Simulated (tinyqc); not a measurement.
Frequency dispersion of an accumulation capacitance by border traps, distributed model: two steps of the calculation.

Traps spread evenly through the insulator exchange electrons with the semiconductor by tunnelling, with tau(x) = t0 exp(2 ka x) at depth x from the interface. The admittance per area Y seen at depth x obeys dY/dx = -Y^2/(i w eps0 eox) + q Nb ln(1 + i w tau)/tau, with Y(0) = i w Cs and w = 2 pi f; the gate sees Y(tox) = G + i w C. Working variable y = Y/(i w), in uF/cm^2. Cox = eps0 eox/tox.

Inputs (values chosen for the exercise); permittivity close to that of hafnium oxide: relative permittivity of the insulator eox = 18.3; insulator thickness tox = 8.4 nm; semiconductor capacitance in accumulation Cs = 4.7 uF/cm^2; density of border traps Nb = 4.8e18 cm^-3 eV^-1; decay constant of the wave function in the insulator ka = 4.7 1/nm; time constant of a trap at the interface t0 = 9e-11 s; frequency f = 1e6 Hz; depth down to which the steps are taken xe = 1.3 nm.

Constants: q = 1.602176634e-19 C, eps0 = 8.8541878128e-14 F/cm where lengths are in cm. Results are converted to the units shown.

Task 1. Midpoint steps through the active depth. In terms of y: dy/dx = -y^2/(eps0 eox) + s(x), s = q Nb ln(1 + z)/z, z = i w tau. 9 midpoint steps of h = xe/9: y_half = y + (h/2) y'(x, y), y(new) = y + h y'(x + h/2, y_half).

Give: x; s; y.

Result 1.

```
point   x (nm)    s (uF/(cm^2 nm))     y (uF/cm^2)
0            0  0.076904-0.000022i  4.7000+0.0000i
1      0.14444  0.076904-0.000085i  4.5219+0.0000i
2      0.28889  0.076903-0.000329i  4.3576+0.0000i
3      0.43333  0.076876-0.001277i  4.2055-0.0001i
4      0.57778  0.076481-0.004925i  4.0644-0.0005i
5      0.72222  0.071272-0.017218i  3.9329-0.0018i
6      0.86667  0.043234-0.030942i  3.8082-0.0054i
7       1.0111  0.014591-0.020626i  3.6868-0.0089i
8       1.1556  0.004007-0.008824i  3.5707-0.0103i
9       1.3000  0.001047-0.003180i  3.4609-0.0104i
```

Task 2. Capacitance and conductance at the gate. Beyond xe the traps are ignored, so 1/y(tox) = 1/y(xe) + (tox - xe)/(eps0 eox); C = Re y, G/w = -Im y, loss tangent G/(w C).

y at xe = 3.4608725-0.0103661i uF/cm^2

Find: y at the gate; C; G/w; loss tangent.

Result 2.

y at the gate = 1.375-0.002i uF/cm^2
C = 1.375 uF/cm^2
G/w = 0.001637 uF/cm^2
loss tangent = 0.001190

Computed by the program tinyqc: `OMP_NUM_THREADS=1 python tinyqc.py 2202128 2202129 out.jsonl`, one thread of a shared Intel Xeon 2.30GHz, about 0.5 s for the whole run.
